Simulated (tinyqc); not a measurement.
# Gain factor and gap resistance from two string resistances

Problem. At small bit-line voltage each of the 48 cells has the resistance 1/(K x) at overdrive x (no mobility reduction) in series with a gap resistance Rg. Find K, Rg and the share of the gaps at the higher overdrive.

resistance of a string of 48 equal cells at overdrives of 3.1 and 8.2 V (kohm): 2873.5266  1713.2601

Answer. The resistance per cell is a straight line in 1/x with slope 1/K and intercept Rg.

K = 8.30 uA/V^2
Rg = 21.0 kohm
share of the gaps = 58.8 %

Numbers from tinyqc (`OMP_NUM_THREADS=1 python tinyqc.py 2142108 2142109 out.jsonl`; about 0.9 s on one thread of a shared Intel Xeon 2.30GHz).
